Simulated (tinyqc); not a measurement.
Convergence with the plane-wave basis: k.p theory built from an empirical-pseudopotential calculation at Gamma.

Empirical pseudopotential on the fcc lattice, atoms at +/- tau, tau = a (1,1,1)/8, no spin-orbit coupling. H(G,G') = c (2 pi/a)^2 |k + G|^2 delta + VS(q) cos(q.tau) + i VA(q) sin(q.tau), q = G - G', c = hbar^2/2m0; k and G in units of 2 pi/a; VS at |q|^2 = 3, 8, 11 and VA at 3, 4, 11, in rydberg, zero elsewhere. The basis holds all G with |G|^2 up to a cut-off. Energies are counted from the fourth level at Gamma.

For a multiplet A of d_A states, W(B) = (4 c/(3 d_A)) sum over n in A, m in B and i = x, y, z of |<n|G_i|m>|^2 (G in 1/angstrom, <n|G_i|m> = sum_G c_n(G)* G_i c_m(G)); the mean inverse mass of A is 1 + sum_B W(B)/(E_A - E_B). Multiplets with W = 0 are left out.

Valence parameters: D(u) = c + 4 c^2 sum_m <n|u.G|m><m|u.G|n'>/(0 - E_m) on the valence triplet, in units of c, has eigenvalues L, M, M along [100] and (L + 2M + 2N)/3, (L + 2M - N)/3 twice along [111]; g1 = -(L + 2M)/3, g2 = -(L - M)/6, g3 = -N/6.

Constants: hbar^2/2m0 = 3.80998211 eV angstrom^2; Ry = 13.60569312 eV.

Parameters, chosen for this exercise (out of a larger set: near those of InAs; not measured data): a = 6.03 angstrom (lattice constant); VS = (-0.214, 0.001, 0.049) Ry (symmetric form factors); VA = (0.082, 0.052, 0.03) Ry (antisymmetric form factors).

E_s is the lowest empty singlet, Ep its W to the valence triplet, m its mass.

Results:
```
cut-off  plane waves  E_s (eV)  Ep (eV)  m (m0)     g1    g2    g3
8                 27     0.495    14.29  0.0335  10.92  4.50  5.13
11                51     0.427    14.66  0.0283  12.68  5.50  5.98
12                59     0.458    14.64  0.0304  11.94  5.08  5.60
16                65     0.449    14.69  0.0297  12.20  5.21  5.73
19                89     0.451    14.69  0.0298  12.15  5.19  5.70
20               113     0.469    14.68  0.0310  11.74  4.97  5.49
24               137     0.471    14.68  0.0311  11.69  4.95  5.47
```

Against the last row, E_s errs most, by -0.044 eV, at cut-off 11, and by -0.002 eV in the last row but one. Ep varies by 2.7 % over the table and m by 16.7 %: the mass, near E_s/Ep, inherits the errors of both. Local form factors fix the converged values only roughly. The gap is a difference of two levels, so it need not converge steadily, and here it does not.

tinyqc: `OMP_NUM_THREADS=1 python tinyqc.py 1081469 1081470 out.jsonl`; about 0.6 s, one thread, shared Intel(R) Xeon(R) Processor @ 2.30GHz.
